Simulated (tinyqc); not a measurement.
Matthiessen's rule against the full average: mobility of a non-polar semiconductor in the relaxation-time approximation. Computed by tinyqc, a small Python program. Command: `OMP_NUM_THREADS=1 python tinyqc.py 3020604 3020605 out.jsonl rta walk`. One thread of a shared host (Intel(R) Xeon(R) Processor @ 2.30GHz), about 0.01 s of CPU time with the checks.

Each valley is treated as a sphere of mass m_d for states and rates, with one isotropic relaxation time; the conductivity mass m_c sets the current.

Inputs (values chosen for the exercise, for a model non-polar semiconductor):
```
quantity                                            value       unit
longitudinal mass m_l                                0.36        m_0
transverse mass m_t                                  0.36        m_0
equivalent valleys Z                                    1          -
static permittivity eps_s                            7.11          -
density rho                                          4620     kg/m^3
sound velocity v_l                                   5790        m/s
acoustic deformation potential D_A                    7.1         eV
phonon energy hbar w                                 25.2        meV
optical or intervalley deformation potential D_o      3.5  1e8 eV/cm
final valleys Z_f                                       1          -
carrier density n                                 3.6e+17     1/cm^3
compensation ratio C                                    0          -
temperature T                                         300          K
```

Band: parabolic. Impurity formula: Brooks-Herring. Further scattering: none.

Constants: k_B = 8.617333262e-05 eV/K; m_0 = 9.1093837015e-31 kg; e = 1.602176634e-19 C; hbar = 1.054571817e-34 J s; eps_0 = 8.8541878128e-12 F/m; k_B = 1.380649e-23 J/K; hbar = 6.582119569e-16 eV s.

Method:
- m_d = (m_l m_t^2)^(1/3); 1/m_c = (1/m_l + 2/m_t)/3; Hall mass factor A = 3 K_m (K_m + 2)/(2 K_m + 1)^2, K_m = m_l/m_t; N_I = n (1 + C)/(1 - C).
- Parabolic band: E = hbar^2 k^2/(2 m), speed v = hbar k/m, states per spin, volume and energy g(E) = m k/(2 pi^2 hbar^2). Here m = m_d. Masses are multiplied by m_0 and all formulas are in SI units.
- The reduced Fermi level eta = E_F/(k_B T) solves n = 2 Z int g f dE with f = 1/(1 + exp(x - eta)) (Z = 1 unless valleys are given); screening length L_s = sqrt(eps_s eps_0 k_B T/(e^2 dn/deta)), dn/deta = 2 Z int g f (1 - f) dE.
- Integrals over x = E/(k_B T) use 160 Gauss-Legendre points in u = sqrt(x) from 0 to sqrt(max(eta, 0) + 32).
- Phonon occupation N_q = 1/(exp(hbar w/(k_B T)) - 1).
- Acoustic deformation potential (elastic, equipartition, absorption and emission together): 1/tau = 2 pi k_B T D_A^2 g(E)/(hbar rho v_l^2).
- Optical or intervalley deformation potential: 1/tau = (pi Z_f D_o^2/(rho w)) [N_q g(E + hbar w) + (N_q + 1) g(E - hbar w)], with g = 0 below the band edge.
- Each optical term is multiplied by (1 - f(E'))/(1 - f(E)), E' the final energy, for Pauli blocking.
- Singly charged impurities, momentum relaxation: 1/tau = N_I e^4 m (1 + 2 alpha E) Phi/(8 pi (eps_s eps_0)^2 hbar^3 k^3), with alpha = 0 for a parabolic band.
- Brooks-Herring: Phi = ln(1 + b) - b/(1 + b), b = 4 k^2 L_s^2.
- mu = (m_d/m_c) (2 Z e/(3 n k_B T)) int g v^2 tau f (1 - f) dE.
- Averages over x are split at the emission threshold x_0 = hbar w/(k_B T): 64 Gauss-Legendre points in sqrt(x) below it and 128 in sqrt(x - x_0) above it, up to x = max(eta, 0) + 32.
- Rates are added at each energy before the average. With <y> = int g v^2 y f (1 - f) dE: Hall factor r_H = A (3 n k_B T/(2 Z m_d)) <tau^2/(1 + 2 alpha E)>/<tau>^2 (alpha = 0 for a parabolic band); Hall mobility r_H mu; |S| = (k_B/e) (<x tau>/<tau> - eta); resistivity 1/(n e mu).
- Matthiessen's rule adds 1/mu of the separate processes.

acoustic mobility = 2391.20 cm^2/(V s)

optical mobility = 5782.03 cm^2/(V s)

ionised impurity mobility = 1146.02 cm^2/(V s)

drift mobility mu = 509.945 cm^2/(V s)

Separate mobilities:
```
process           mu (cm^2/(V s))  share of the sum of 1/mu (%)
acoustic                   2391.2                        28.571
optical                    5782.0                        11.816
ionised impurity           1146.0                        59.614
```

mobility by Matthiessen's rule = 683.18 cm^2/(V s)

excess of Matthiessen's rule over the full mu = 33.972 %

What does the comparison show, and why?

The rule gives 683.2 against the full 509.9, 34.0 % too high; it can only overestimate, since each separate average is carried by the energies where that process is weak. The error is large because ionised impurity and acoustic scattering both carry weight and depend on energy in different ways.
